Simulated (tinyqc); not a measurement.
A short-path metal as competitor: size effects in the resistivity of thin metal films and interconnect lines. Computed by tinyqc, a small Python program. Command: `OMP_NUM_THREADS=1 python tinyqc.py 3000168 3000169 out.jsonl size walk`. One thread of a shared host (Intel(R) Xeon(R) Processor @ 2.30GHz), about 0.01 s of CPU time with the checks.

Electrons lose their drift at surfaces (a share 1 - p of the hits) and at grain boundaries (reflection R), besides bulk scattering. The line sits in a trench with a non-conducting liner on both walls and the bottom; the spacing equals the drawn width.

Inputs (values chosen for the exercise, modelled on copper):
```
quantity                                   value         unit
bulk resistivity rho_b                      1.63  microohm cm
bulk mean free path lambda                  37.8           nm
specularity p                               0.73            -
grain-boundary reflection R                 0.15            -
grain size over metal width                  2.1            -
aspect ratio (height over width)             1.5            -
liner thickness t                              1           nm
competitor: rho_b relative to this metal     2.4            -
competitor: lambda relative to this metal   0.24            -
competitor: liner relative to t                0            -
```

Geometry: line.

Method:
- Fuchs-Sondheimer film: rho_b/rho = 1 - (3/(2 kappa))(1 - p) int_0^1 (s - s^3)(1 - exp(-kappa/s))/(1 - p exp(-kappa/s)) ds, f = rho/rho_b, kappa = thickness/lambda, 80 Gauss-Legendre points.
- Line: the excess of a film of thickness w_m and of a film of thickness h_m are added, rho/rho_b = 1 + (f(w_m) - 1) + (f(h_m) - 1), an estimate that holds best when both sides exceed lambda.
- Mayadas-Shatzkes: alpha = (lambda/D) R/(1 - R); rho_b/rho = 1 - 3 alpha/2 + 3 alpha^2 - 3 alpha^3 ln(1 + 1/alpha).
- w_m = w - 2t, h_m = (aspect ratio) w - t, D = (ratio) w_m; rho = rho_b [1 + surface excess + grain excess].
- Effective resistivity rho (aspect ratio) w^2/(w_m h_m) for the metal with its liner, for the same metal without liner, and for a competitor with its own rho_b, lambda and liner, and for that competitor with the liner t; p, R, aspect and grain ratios are the same.

Effective resistivity (microohm cm):
```
w (nm)  this metal  without liner  competitor  competitor, liner t
200          1.745         1.7214      3.9644                4.018
100          1.867         1.8140      4.0170                4.128
50           2.125         1.9997      4.1226                4.360
30           2.499         2.2446      4.2645                4.696
20           3.019         2.5446      4.4427                5.164
14           3.787         2.9209      4.6721                5.853
10           5.028         3.4085      4.9767                6.959
7            7.538         4.1162      5.4287                9.155
5           12.887         5.0262      6.0216               13.688
```

The competitor wins below a width between 14.0 and 10.0 nm. In narrow lines rho scales as rho_b lambda/w, and the product rho_b lambda of the competitor is 0.58 times this metal's. At the narrowest width the liner costs this metal a factor 2.56. With the same liner the competitor wins nowhere in the table; at the narrowest width the thinner liner lowers it from 13.7 to 6.02. Rows with w - 2t below lambda stretch the additive estimate. Metal widths below about 5 nm are outside this semiclassical model.

Extremes, crossings and ranges named in words are read from the listed rows.
